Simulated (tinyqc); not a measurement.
Inside a calculation. Method: tight binding, honeycomb lattice. One step of it, computed by the program tinyqc.

Question. Levels at k. Diagonalise the Hermitian matrix.

H(k) at k (eV):
```
,A,B
A,2.282217,-0.927813-0.073071i
B,-0.927813+0.073071i,-1.597783
```

Give: eigenvalues; weights |c|^2 of the basis functions.

Answer.

eigenvalues (eV): -1.8095  2.4939

weights |c|^2 of the basis functions:
```
,band 1,band 2
A,0.0492,0.9508
B,0.9508,0.0492
```
